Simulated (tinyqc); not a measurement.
## Effect of the position of a charge sheet

One sheet of 2.1e11 cm^-2 lies at the depth x from the gate; it shifts Vfb by -(q/eps0) Q s, with s = x/e2 in layer 2 and t2/e2 + (x - t2)/e1 in layer 1, and it induces the share s/(t1/e1 + t2/e2) of its image in the semiconductor.

Parameters, values chosen for the exercise: thickness of layer 1, next to the semiconductor t1 = 0.6 nm; relative permittivity of layer 1 e1 = 8.91; thickness of layer 2, next to the gate t2 = 2.1 nm; relative permittivity of layer 2 e2 = 24.8.

Constants: q = 1.602176634e-19 C, eps0 = 8.8541878128e-14 F/cm where lengths are in cm. Results are converted to the units shown.

Results:
```
x (nm)  shift (mV)  image in the semiconductor (%)
0                0                               0
0.34       -0.5210                           9.018
1.01        -1.548                           26.79
1.35        -2.069                           35.81
1.69        -2.590                           44.83
2.03        -3.110                           53.85
2.36        -4.327                           74.90
2.7         -5.777                           100.0
```

Estimate the missing row, x = 0.68 nm.

Computed row:
```
x (nm)  shift (mV)  image in the semiconductor (%)
0.68        -1.042                           18.04
```

With this row back in the table: The shift grows from 0 at the gate to -5.78 mV at the semiconductor, by -1.53 mV/nm in layer 2 and -4.26 mV/nm in layer 1, the ratio of the permittivities. A sheet between the layers has 55.7 % of its full effect.

Program tinyqc, `OMP_NUM_THREADS=1 python tinyqc.py 2010007 2010008 out.jsonl`; Intel Xeon 2.30GHz, shared host, one thread, about 0.01 s.
